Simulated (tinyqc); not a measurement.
What each value does: bond-orbital model of a tetrahedral semiconductor (Harrison's universal couplings).

Hybrid level eh = (es + 3 ep)/4; metallic energy V1 = (ep - es)/4 for each atom; covalent energy V2 = 3.22 hbar^2/(m d^2); polar energy V3 = (ehc - eha)/2; hbar^2/m = 2c, c = hbar^2/2m0. Polarity ap = V3/sqrt(V2^2 + V3^2), covalency ac = V2/sqrt(V2^2 + V3^2). p-p coupling at Gamma Exx = (4/3)(2.22 - 2 x 0.63) hbar^2/(m d^2) = 1.28 hbar^2/(m d^2), s-s coupling Ess = 4 x 1.32 hbar^2/(m d^2).

Constants: hbar^2/2m0 = 3.80998211 eV angstrom^2.

Parameters, chosen for this exercise (near tabulated values for Si; the model gives trends, and its gaps can be far from the real ones; shifted at random, so the results belong to these values and not to a real crystal):
```
symbol  value   unit      meaning
esc     -14.67  eV        s level, cation
epc     -7.63   eV        p level, cation
esa     -14.67  eV        s level, anion
epa     -7.63   eV        p level, anion
d       2.35    angstrom  bond length
```

The bond-antibond splitting is 2 sqrt(V2^2 + V3^2). E0 is the upper root of [[esa, 5.28 u], [5.28 u, esc]] less the lower root of [[epa, 1.28 u], [1.28 u, epc]], u = hbar^2/(m d^2).

One parameter was then changed.

Results before and after:
```
case         ap  bond-antibond splitting (eV)  Ev (eV)  E0 (eV)
base     0.0000                         8.886   -9.396    2.012
changed  0.0000                         8.520   -9.323    1.638
```

Which of these changes was made? (a) d = 2.4 angstrom; (b) epc = -7.13 eV; (c) esc = -14.17 eV; (d) esa = -14.17 eV; (e) epa = -7.13 eV.

Answer: (a) d = 2.4 angstrom. Of the candidates, run in turn, only this one gives the changed row.

All candidates:
```
case                   ap  bond-antibond splitting (eV)  Ev (eV)  E0 (eV)
base               0.0000                         8.886   -9.396    2.012
esc = -14.17 eV    0.0141                         8.887   -9.396    2.266
epc = -7.13 eV     0.0422                         8.894   -9.164    1.779
esa = -14.17 eV   -0.0141                         8.887   -9.396    2.266
epa = -7.13 eV    -0.0422                         8.894   -9.164    1.779
d = 2.4 angstrom   0.0000                         8.520   -9.323    1.638
```

tinyqc: `OMP_NUM_THREADS=1 python tinyqc.py 1452762 1452763 out.jsonl`; about 0.01 s, one thread, shared Intel(R) Xeon(R) Processor @ 2.30GHz.
